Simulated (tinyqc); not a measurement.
Saturation velocity and mobility from two gate lengths.

Question. Isat = Cox vsat Vg (x - 1)/(x + 1) per width, x = sqrt(1 + 2 mu Vg/(m vsat L)), with no series resistance and the same overdrive Vg and mu at both lengths. Find vsat and mu.

Values chosen for this exercise:
- Cox = 1.42 uF/cm^2 (gate capacitance)
- m = 1.29 (body factor)

Vg = 0.58 V
Isat at L = 0.05 and 0.25 um (uA/um): 201.18680  73.856824

Solution. The ratio of the currents depends on c = 2 mu Vg/(m vsat) alone and falls steadily from L2/L1 to 1 as c grows, so it fixes c; either current then gives vsat.

vsat = 6.800e6 cm/s
mu = 132.3 cm^2/(V s)

tinyqc, about 0.01 s, one thread, Intel Xeon 2.30GHz (shared host): `OMP_NUM_THREADS=1 python tinyqc.py 2500003 2500004 out.jsonl`
